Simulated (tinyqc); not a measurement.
Nanowire ballistic transistor, top-of-the-barrier model: effect of the insulator thickness.

At the top of the source barrier, states moving towards the drain are filled by the source (Fermi level 0) and states moving back by the drain (Fermi level -q Vd); nothing scatters. U is the shift of the band edge there, set by the capacitances CG, CD and CS (the total) and by the charge. Parabolic one-dimensional subband; the source is grounded.

N0 = gv sqrt(2 m kB T/pi)/hbar, CG = 2 pi eps0 eox/ln(1 + 2 tox/d), CS = CG/aG, n0 = n at U = 0 and Vd = 0. eta1 = -(E0 + U)/Vt, eta2 = eta1 - Vd/Vt, n = (N0/2)[F_(-1/2)(eta1) + F_(-1/2)(eta2)], F_(-1/2)(x) = (1/sqrt(pi)) int_0^infinity u^(-1/2)/(1 + exp(u - x)) du. U = UL + q (n - n0)/CS with UL = -(aG Vg + aD Vd), energies in eV. I = gv (2 q^2/h) Vt [ln(1 + exp eta1) - ln(1 + exp eta2)]. CQ = (q/Vt) dn/d(eta1). E0 is held fixed.

Inputs (values chosen for the exercise); mass and valleys made up: temperature T = 150 K; effective mass m = 0.05 m0; valley degeneracy gv = 4; relative permittivity of the gate insulator eox = 16; wire diameter d = 2 nm; gate control CG/CS aG = 0.93; drain control CD/CS aD = 0.047; band edge at the barrier top above the source Fermi level at zero bias E0 = 0.17 eV; gate voltage Vg = 0.8 V; drain voltage Vd = 0.8 V.

Constants: q = 1.602176634e-19 C, kB = 1.380649e-23 J/K, hbar = 1.054571817e-34 J s, h = 6.62607015e-34 J s, m0 = 9.1093837015e-31 kg, Vt = kB T/q, eps0 = 8.8541878128e-14 F/cm where lengths are in cm. Results are converted to the units shown.

Effect of the insulator thickness:

| tox (nm) | eta1 | n (cm^-1) | I (uA) | mean velocity I/(q n) (cm/s) | CQ/CS |
|---|---|---|---|---|---|
| 0.5 | 41.694 | 1.0705e7 | 167.03 | 9.7383e7 | 0.067475 |
| 0.74 | 39.812 | 1.0461e7 | 159.49 | 9.5162e7 | 0.094334 |
| 1.1 | 37.554 | 1.0159e7 | 150.44 | 9.2427e7 | 0.13012 |
| 1.6 | 35.153 | 9.8288e6 | 140.83 | 8.9427e7 | 0.17322 |
| 2.4 | 32.369 | 9.4310e6 | 129.67 | 8.5818e7 | 0.23124 |
| 3.6 | 29.518 | 9.0054e6 | 118.25 | 8.1958e7 | 0.30204 |
| 5.4 | 26.720 | 8.5671e6 | 107.04 | 7.7986e7 | 0.38628 |
| 8 | 24.145 | 8.1428e6 | 96.728 | 7.4143e7 | 0.48118 |

As tox goes from 0.5 to 8 nm, n falls from 1.07e7 to 8.14e6 cm^-1, the mean velocity falls from 9.74e7 to 7.41e7 cm/s and the current falls from 167 to 96.7 uA. CQ/CS goes from 0.067 to 0.48. Over the range the current goes as tox^(-0.20) on average. In every row the source Fermi level lies over 0.3 eV above the band edge, where a light band is no longer parabolic. For tox = 0.5 to 0.74 nm the insulator is under 1 nm thick, where gate tunnelling would matter.

Numbers from tinyqc (`OMP_NUM_THREADS=1 python tinyqc.py 2400148 2400149 out.jsonl`; about 0.06 s on one thread of a shared Intel Xeon 2.30GHz).
